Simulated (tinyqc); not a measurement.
Hall measurement with a parallel conducting layer.

Two layers in parallel, unit Hall factors, low field: 1/Rs = q (ns mu + n2 m2); apparent mobility (ns mu^2 + sg n2 m2^2)/(ns mu + n2 m2); apparent density (ns mu + n2 m2)^2/(ns mu^2 + sg n2 m2^2); a negative value means the sign of the second layer.

Parameters, values chosen for the exercise: sheet density of the layer ns = 9.6e12 cm^-2; drift mobility mu = 460 cm^2/(V s); mobility of the parallel layer m2 = 2000 cm^2/(V s); sign of its carriers relative to the first layer sg = -1.

Constants: q = 1.602176634e-19 C. Results are converted to the units shown.

Result of one run:
```
Rs (ohm/square)  apparent density (cm^-2)  apparent mobility (cm^2/(V s))  share of the conductance in layer 2 (%)
1.0395                         -3.0049e15                         -1998.2                                   99.926
```

Which sheet density of a parallel layer n2 gave this result: 6e11, 2e12, 4e13 or 3e15 cm^-2?

n2 = 3e15 cm^-2.

The whole series:
columns A: n2 (cm^-2); B: Rs (ohm/square); C: apparent density (cm^-2); D: apparent mobility (cm^2/(V s)); E: share of the conductance in layer 2 (%)
```
A          B           C        D       E
3e10  1394.4   1.0482e13   427.02  1.3405
1e11  1352.1   1.3061e13   353.41  4.3328
6e11  1111.4  -8.5556e13  -65.641  21.368
2e12  741.62  -1.1867e13  -709.20  47.529
1e13  255.63  -1.5701e13  -1555.1  81.913
4e13  73.938  -4.5111e13  -1871.3  94.769
2e14  15.433  -2.0496e14  -1973.1  98.908
7e14  4.4442  -7.0493e14  -1992.3  99.686
3e15  1.0395  -3.0049e15  -1998.2  99.926
```

The apparent mobility falls from 427 to -2000 cm^2/(V s), between mu = 460 and sg m2 = -2000. The Hall signal vanishes at n2 = ns (mu/m2)^2 = 5.08e11 cm^-2, where the apparent density diverges.

Program tinyqc, `OMP_NUM_THREADS=1 python tinyqc.py 2850149 2850150 out.jsonl`; Intel Xeon 2.30GHz, shared host, one thread, about 0.01 s.
